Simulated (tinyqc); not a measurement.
Electron mobility in a silicon inversion layer, empirical terms and Matthiessen rule: one step of the calculation.

Inversion layer of sheet density Ns on a uniformly doped body, under a high-permittivity gate with an interlayer. The mobility terms are empirical power laws with prefactors chosen for the exercise; adding their inverses (Matthiessen) is itself an approximation.

Task. Depletion charge and effective field. ni = sqrt(Nc Nv) exp(-Eg/(2 Vt)), Eg in volts; Ndep = sqrt(2 eps0 eps_r Nb (2 Vt ln(Nb/ni) + Vsb)/q); E = q (Ndep + eta Ns)/(eps0 eps_r), in MV/cm.

Inputs (values chosen for the exercise); material values close to those of silicon: temperature T = 325 K; band gap Eg = 1.12 eV; relative permittivity of the semiconductor eps_r = 11.9; conduction-band density of states at T Nc = 3.16e19 cm^-3; valence-band density of states at T Nv = 2.98e19 cm^-3; body doping Nb = 2e18 cm^-3; reverse body bias Vsb = 0.3 V; weight of the inversion charge in the effective field eta = 0.5; inversion density Ns = 1.5e12 cm^-2.

Constants: q = 1.602176634e-19 C, kB = 1.380649e-23 J/K, Vt = kB T/q, eps0 = 8.8541878128e-14 F/cm where lengths are in cm. Results are converted to the units shown.

Find: ni; Ndep; E.

Result.

ni = 6.354e10 cm^-3
Ndep = 5.773e12 cm^-2
E = 0.9919 MV/cm

The depletion charge gives 88.5 % of the field.

Program tinyqc, `OMP_NUM_THREADS=1 python tinyqc.py 2510059 2510060 out.jsonl`; Intel Xeon 2.30GHz, shared host, one thread, about 0.01 s.
